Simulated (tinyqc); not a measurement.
Two coupled magnetic layers: synthetic antiferromagnet, spin flop, exchange bias and magnetoresistance. Changing the field over the saturation field. Computed by tinyqc, a small Python program. Command: `OMP_NUM_THREADS=1 python tinyqc.py 3014430 3014431 out.jsonl saf sweep`. One thread of a shared host (Intel(R) Xeon(R) Processor @ 2.30GHz), about 0.8 s of CPU time with the checks.

Moments lie in the plane at the angles p1, p2 from the field. Energy per area: E = J1 cos(p1 - p2) + J2 cos^2(p1 - p2) - B M_s (t1 cos p1 + t2 cos p2) + K (t1 cos^2 p1 + t2 cos^2 p2).

Inputs (values chosen for the exercise, for a model stack):
```
quantity                           value              unit
saturation magnetisation M_s        1390              kA/m
thickness t1                           3                nm
thickness t2                         2.4                nm
antiferromagnetic coupling J1        1.1            mJ/m^2
biquadratic coupling J2                0            mJ/m^2
in-plane anisotropy K                1.4            kJ/m^3
spin polarisation P1                0.67                 -
spin polarisation P2                0.55                 -
resistance-area product, parallel     20  ohm micrometre^2
```

Field direction: along the hard axis.

Method:
- The parallel state is stable while the Hessian at p1 = p2 = 0 is positive: with c = J1 + 2 J2 and u = B M_s - 2K, (u t1 - c)(u t2 - c) > c^2, so B_sat M_s = c (1/t1 + 1/t2) + 2K. B_K = 2K/M_s.
- The lowest minimum of E over both angles (from five starts; of two mirror images the one with p1 >= 0, and for equal layers |p1| <= |p2|).
- Julliere: TMR = 2 P1 P2/(1 - P1 P2). Conductance G(theta) = G0 (1 + P1 P2 cos theta), so RA(theta) = RA_P (1 + P1 P2)/(1 + P1 P2 cos theta); theta = p2 for the layer next to the barrier.

One run for each value:
```
field over the saturation field  m/m_sat along B  p1 (degrees)  p2 (degrees)  RA at this field (ohm micrometre^2)
0.05                                     0.11036        18.202       -159.91                               41.855
0.16                                     0.16804        45.185       -120.19                               33.596
0.28                                     0.28177        53.297        -96.49                               28.560
0.39                                     0.39067        52.856        -82.86                               26.172
0.51                                     0.51029        49.164        -70.68                               24.396
0.62                                     0.62015        44.040        -60.21                               23.135
0.74                                     0.74007        36.773        -48.40                               21.990
0.85                                     0.85003        28.039        -35.97                               21.083
0.97                                     0.97001        12.553        -15.76                               20.205
```

Over the rows, m/m_sat along B rises from 0.110 to 0.970 (exponent d ln y / d ln x 0.36 between the first rows and 1.00 between the last); p1 (degrees) goes from 18.2 through a maximum among these rows, 53.3 at 0.280, to 12.6; p2 (degrees) rises from -160 to -15.8 (exponent d ln y / d ln x -0.25 between the first rows and -6.2 between the last).

Extremes, crossings and ranges named in words are read from the listed rows.
